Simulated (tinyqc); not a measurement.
Plane-wave Kohn-Sham cycle with exchange-only LDA in a layered model solid, step by step. One step of it, computed by the program tinyqc.

Problem. Iteration 2: levels at that k. Diagonalise the Hermitian matrix.

H (hartree), order -3, -2, -1, +0, +1, +2, +3:
$$\begin{pmatrix}
2.147086 & -0.077735 & 0.024674 & 0.000041 & -0.000002 & 0.000000 & 0.000000 \\
-0.077735 & 0.687085 & -0.077735 & 0.024674 & 0.000041 & -0.000002 & 0.000000 \\
0.024674 & -0.077735 & -0.124026 & -0.077735 & 0.024674 & 0.000041 & -0.000002 \\
0.000041 & 0.024674 & -0.077735 & -0.286249 & -0.077735 & 0.024674 & 0.000041 \\
-0.000002 & 0.000041 & 0.024674 & -0.077735 & 0.200418 & -0.077735 & 0.024674 \\
0.000000 & -0.000002 & 0.000041 & 0.024674 & -0.077735 & 1.335974 & -0.077735 \\
0.000000 & 0.000000 & -0.000002 & 0.000041 & 0.024674 & -0.077735 & 3.120419
\end{pmatrix}$$

Give: eigenvalues.

Solution.

eigenvalues (hartree): [-0.325, -0.109, 0.210, 0.691, 1.338, 2.152, 3.124]
